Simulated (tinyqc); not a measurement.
Plane-wave Kohn-Sham cycle with exchange-only LDA in a layered model solid, step by step. One step of it, computed by the program tinyqc.

Task: Iteration 1: Hamiltonian at one k. H(m,m') = (k + G_m)^2/2 delta + V(G_m - G_m'), with V(-G) = V(G).

A solid whose potential varies along x alone (atomic units):

| parameter | value |
|---|---|
| period a | 9.800000 |
| cross-section of the cell | 10.000000 |
| electrons per cell | 4 |
| grid points | 16 |
| plane waves -n..n, n | 2 |
| k points | 3 |
| V1 in V1 cos(2 pi x/a) | -0.690000 |
| V2 in V2 cos(4 pi x/a) | -0.010000 |

V(G_m), m = 0, 1, 2, ... (hartree): -0.339054  -0.345000  -0.005000  0.000000  0.000000

k = 0.000000 2 pi / a

Give: H.

Result:

H (hartree):
```
        -2      -1      +0      +1      +2
-2   0.483  -0.345  -0.005   0.000   0.000
-1  -0.345  -0.134  -0.345  -0.005   0.000
+0  -0.005  -0.345  -0.339  -0.345  -0.005
+1   0.000  -0.005  -0.345  -0.134  -0.345
+2   0.000   0.000  -0.005  -0.345   0.483
```
